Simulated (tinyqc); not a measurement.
Worked calculation: RKS/BLYP in the 3-21g basis, for He, spin multiplicity 1. One step of it, computed by the program tinyqc.

Task: Iteration 1: building the Kohn-Sham matrix. J_ij = sum D_kl (ij|kl); F = H + J + V_xc; E = tr D H + tr D J / 2 + E_xc + E_nn.

D at the start:
```
,1He 1s,1He 2s
1He 1s,0.761416,0.618462
1He 2s,0.618462,0.502347
```

core Hamiltonian H = T + V (hartree):
```
,1He 1s,1He 2s
1He 1s,-1.573565,-1.656343
1He 2s,-1.656343,-1.400640
```

Two-electron integrals (ij|kl) in chemists' order, unique and non-zero (hartree):
```
i,j,k,l,(ij|kl)
1,1,1,1,1.803255
2,1,1,1,0.876507
2,1,2,1,0.452077
2,2,1,1,0.917008
2,2,2,1,0.514678
2,2,2,2,0.698314
```

nuclear repulsion = 0 hartree

V_xc (hartree):
```
,1He 1s,1He 2s
1He 1s,-1.046689,-0.483239
1He 2s,-0.483239,-0.446028
```

E_xc = sum of w rho eps_xc = -1.26820265 hartree

Give: Coulomb J; Kohn-Sham matrix F; total energy of this density.

Result:

Coulomb J (hartree):
```
,1He 1s,1He 2s
1He 1s,2.9179,1.4851
1He 2s,1.4851,1.6856
```

Kohn-Sham matrix F (hartree):
```
,1He 1s,1He 2s
1He 1s,0.2976,-0.6545
1He 2s,-0.6545,-0.1610
```

total energy of this density = -2.765989 hartree
